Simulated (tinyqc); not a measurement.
Domain walls in a thin film with perpendicular anisotropy: Bloch, Neel and chiral walls, motion and stripe domains: one step, computed by the program tinyqc.

One-dimensional wall: polar angle theta(x), azimuth phi of the moment in the wall (phi = 0 Neel, 90 degrees Bloch). mu_0 = 1.25663706212e-6 T m/A, gamma = 1.76085963023e11 rad/(s T).

Task: Bloch or Neel. sigma(phi) = sigma_0 + 2 Delta K_D cos^2(phi) - pi D cos(phi), with the wall shape anisotropy K_D = N_x mu_0 M_s^2/2, N_x = t ln 2/(pi Delta). The minimum has cos(phi) = D/D_N for D < D_N = 4 Delta K_D/pi and phi = 0 beyond; sigma turns negative at D_c = (sigma_0 + 2 Delta K_D)/pi.

Inputs (values chosen for the exercise, for a model film): saturation magnetisation M_s = 756 kA/m; DMI constant D = 1.8 mJ/m^2; thickness t = 1.9 nm.

width parameter Delta = 4.939076 nm

sigma_0 = 12.14802 mJ/m^2

Give: K_D; D_N; azimuth phi; wall energy sigma; D_c.

Result:

K_D = 30.48 kJ/m^3

D_N = 0.1917 mJ/m^2

azimuth phi = 0 degrees

wall energy sigma = 6.794 mJ/m^2

D_c = 3.963 mJ/m^2

A pure chiral Neel wall. D is 0.45 of D_c.
